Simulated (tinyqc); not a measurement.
From a target level to the width: type-II superlattice in the two-band Kane model. Five cases, with inputs chosen for the exercise.

Problem. Which width a puts the bottom of C1 at the energy below?

Motion along the axis, period d = a + b, c = hbar^2/2m0. Conduction and light-hole bands couple: (E - Ec)(E - Ev) = Ep c k^2 in each layer, with mass m(E) = (E - Ev)/Ep, which may be negative. The conduction envelope psi and psi'/m(E) are continuous; a layer carries them by [[cos kt, (m/k) sin kt], [-(k/m) sin kt, cos kt]] (cosh and sinh for k^2 < 0), and cos(q d) = tr(M_B M_A)/2. C1 is the first miniband above EvB, with its bottom at tr/2 = +1 and its top at -1; the gap is the bottom of C1 less the top heavy-hole level HH1.

Constants: hbar^2/2m0 = 3.80998211 eV angstrom^2.

Find: k in A; kappa in B; a.

Method. At q = 0 the state is even in both layers: (k/m_A) tan(k a/2) = (kappa/m_B) tanh(kappa b/2) with the masses at that energy; the first branch of the arctangent gives a.

Case 1.

Values chosen (near those of an InAs/GaSb superlattice; not measured data): b = 25 angstrom (layer B); EcA = 0 eV (conduction edge of A); EvA = -0.419 eV (valence edge of A); EcB = 0.906 eV (conduction edge of B); EvB = 0.109 eV (valence edge of B); EpA = 14.1 eV (coupling energy in A); EpB = 17.8 eV (coupling energy in B).

bottom of C1 = 0.227497 eV

Solution.

k in A = 0.05232 1/angstrom
kappa in B = 0.03443 1/angstrom
a = 41.0 angstrom

Case 2.

Values chosen (near those of an InAs/GaSb superlattice; not measured data): b = 49 angstrom (layer B); EcA = 0 eV (conduction edge of A); EvA = -0.412 eV (valence edge of A); EcB = 0.967 eV (conduction edge of B); EvB = 0.162 eV (valence edge of B); EpA = 14.5 eV (coupling energy in A); EpB = 18.2 eV (coupling energy in B).

bottom of C1 = 0.247411 eV

Solution.

k in A = 0.05434 1/angstrom
kappa in B = 0.02977 1/angstrom
a = 47.0 angstrom

Case 3.

Values chosen (near those of an InAs/GaSb superlattice; not measured data): b = 42 angstrom (layer B); EcA = 0 eV (conduction edge of A); EvA = -0.422 eV (valence edge of A); EcB = 0.988 eV (conduction edge of B); EvB = 0.166 eV (valence edge of B); EpA = 14.6 eV (coupling energy in A); EpB = 17.7 eV (coupling energy in B).

bottom of C1 = 0.466724 eV

Solution.

k in A = 0.08635 1/angstrom
kappa in B = 0.04821 1/angstrom
a = 23.0 angstrom

Case 4.

Values chosen (near those of an InAs/GaSb superlattice; not measured data): b = 25 angstrom (layer B); EcA = 0 eV (conduction edge of A); EvA = -0.417 eV (valence edge of A); EcB = 0.964 eV (conduction edge of B); EvB = 0.159 eV (valence edge of B); EpA = 14.4 eV (coupling energy in A); EpB = 17.9 eV (coupling energy in B).

bottom of C1 = 0.216395 eV

Solution.

k in A = 0.04998 1/angstrom
kappa in B = 0.02508 1/angstrom
a = 45.0 angstrom

Case 5.

Values chosen (near those of an InAs/GaSb superlattice; not measured data): b = 39 angstrom (layer B); EcA = 0 eV (conduction edge of A); EvA = -0.412 eV (valence edge of A); EcB = 0.961 eV (conduction edge of B); EvB = 0.151 eV (valence edge of B); EpA = 14.1 eV (coupling energy in A); EpB = 17.8 eV (coupling energy in B).

bottom of C1 = 0.237837 eV

Solution.

k in A = 0.05364 1/angstrom
kappa in B = 0.03043 1/angstrom
a = 46.0 angstrom

Computed by tinyqc, one run a case: `OMP_NUM_THREADS=1 python tinyqc.py N N+1 out.jsonl` with N = 1280377, 1280383, 1280536, 1280555, 1280642; one thread of a shared Intel(R) Xeon(R) Processor @ 2.30GHz, about 0.2 s a run at most.
